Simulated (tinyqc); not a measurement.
# Resistance of a tapered via with liner, size effect and interface: what changes with what

A round via whose diameter grows from db at the bottom as D(z) = db + 2 z/tan(ang). The fill, of diameter D - 2 tl, starts above the bottom liner (thickness fb tl) and has rho = rho0 (1 + ks lam/(D - 2 tl)); the sidewall liner conducts in parallel with it. The bottom liner and the interface are crossed over the full area pi db^2/4. Spreading in the lines above and below is left out.

Values chosen for this exercise; fill metal close to copper:
- db = 32 nm (diameter at the bottom)
- hv = 47 nm (height)
- ang = 88 degrees (sidewall angle)
- rho0 = 1.63 uohm cm (bulk resistivity of the fill)
- lam = 40.9 nm (mean free path of the fill)
- ks = 0.9 (size-effect factor)
- tl = 2.9 nm (liner on the sidewall)
- fb = 0.5 (liner at the bottom over that on the sidewall)
- rl = 560 uohm cm (resistivity of the liner)
- ri = 5.9e-12 ohm cm^2 (interface resistivity at the bottom)
- Sb = 1.1e15 S/m^2 (ballistic conductance per area, about 3/(4 rho0 lam))
- rho2 = 8.02 uohm cm (bulk resistivity of the second fill (close to ruthenium))
- lam2 = 6.41 nm (its mean free path)
- tl2 = 0.1 nm (its liner)

Each table varies one quantity; the others keep the values above.

## Via resistance against the diameter at the bottom

Slices between z0 = fb tl and hv, evaluated at their midpoints: conductance per length pi/4 [(D - 2 tl)^2/rho + (D^2 - (D - 2 tl)^2)/rl], slice resistance = slice height over that. 2000 slices. R_fill = sum of the slices; R_bottom = rl fb tl/(pi db^2/4); R_interface = ri/(pi db^2/4); ballistic (Sharvin) limit 1/(Sb pi (db - 2 tl)^2/4); ideal cylinder rho0 hv/(pi db^2/4).

Result of one run:
columns A: db (nm); B: R_fill (ohm); C: R_bottom (ohm); D: R_interface (ohm); E: R (ohm); F: ballistic limit (ohm); G: R over ideal cylinder; H: largest part
```
A       B      C      D      E      F      G             H
22  9.087  21.36  1.552  32.00  4.410  15.88  bottom liner
```

What becomes of these results when the diameter at the bottom db is changed from 22 to 8.3 nm, all else the same?

Result of the changed run:
columns A: db (nm); B: R_fill (ohm); C: R_bottom (ohm); D: R_interface (ohm); E: R (ohm); F: ballistic limit (ohm); G: R over ideal cylinder; H: largest part
```
A        B      C      D      E      F      G     H
8.3  580.2  150.1  10.90  741.2  185.2  52.35  fill
```

The whole series:
columns A: db (nm); B: R_fill (ohm); C: R_bottom (ohm); D: R_interface (ohm); E: R (ohm); F: ballistic limit (ohm); G: R over ideal cylinder; H: largest part
```
A         B      C       D      E       F      G             H
8.3   580.2  150.1   10.90  741.2   185.2  52.35          fill
11    132.7  85.44   6.208  224.3   42.81  27.83          fill
16    27.84  40.39   2.934  71.16   11.13  18.67  bottom liner
22    9.087  21.36   1.552  32.00   4.410  15.88  bottom liner
30    3.423  11.49  0.8347  15.75   1.976  14.53  bottom liner
42    1.299  5.861  0.4259  7.586  0.8833  13.72  bottom liner
58   0.5479  3.073  0.2233  3.845  0.4248  13.26  bottom liner
80   0.2437  1.615  0.1174  1.977  0.2102  12.97  bottom liner
```

R falls from 741 to 1.98 ohm. The fill is the largest part at db = 8.3, the bottom liner from 16 on. R goes as db^(-4.24) between the first two rows and db^(-2.07) between the last two; area alone gives -2. For db = 30, 42, 58, 80 the ballistic limit exceeds half of R_fill, so the diffusive model understates R.

## Via resistance against the interface resistivity at the bottom

Same model as above.

2000 slices.

The same in every row: R_fill (ohm) = 2.824; R_bottom (ohm) = 10.10; ballistic limit (ohm) = 1.686.

Via resistance against the interface resistivity at the bottom:
```
ri (ohm cm^2)  R_interface (ohm)  R (ohm)  R over ideal cylinder  largest part
2e-13                    0.02487    12.95                  13.59  bottom liner
5e-13                    0.06217    12.98                  13.63  bottom liner
1e-12                     0.1243    13.05                  13.69  bottom liner
2e-12                     0.2487    13.17                  13.83  bottom liner
6e-12                     0.7460    13.67                  14.35  bottom liner
1e-11                      1.243    14.16                  14.87  bottom liner
3e-11                      3.730    16.65                  17.48  bottom liner
```

What does the comparison show?

R rises from 12.9 to 16.7 ohm. The bottom liner is the largest part at ri = 2e-13 and in all other rows. The share of the two bottom terms goes from 78.2 to 83.0 %. In every row the ballistic limit exceeds half of R_fill, so the diffusive model understates R.

## Two fill metals against the diameter

2000 slices. R_fill = sum of the slices; R_bottom = rl fb tl/(pi db^2/4); R_interface = ri/(pi db^2/4). The second fill has rho2, lam2 and tl2 in place of rho0, lam and tl.

Two fill metals against the diameter:
```
db (nm)  R, first fill (ohm)  R, second fill (ohm)  ratio second/first
8.5                    659.0                 94.83              0.1439
12                     166.4                 46.33              0.2784
17                     60.61                 22.51              0.3714
24                     26.10                 11.05              0.4234
35                     11.23                 5.094              0.4538
49                     5.473                 2.563              0.4683
70                     2.603                 1.242              0.4771
100                    1.251                0.6033              0.4821
```

The ratio goes from 0.144 to 0.482. The second fill gives the lower R in every row.

Program tinyqc, `OMP_NUM_THREADS=1 python tinyqc.py 2750081 2750082 out.jsonl`; Intel Xeon 2.30GHz, shared host, one thread, about 0.01 s.
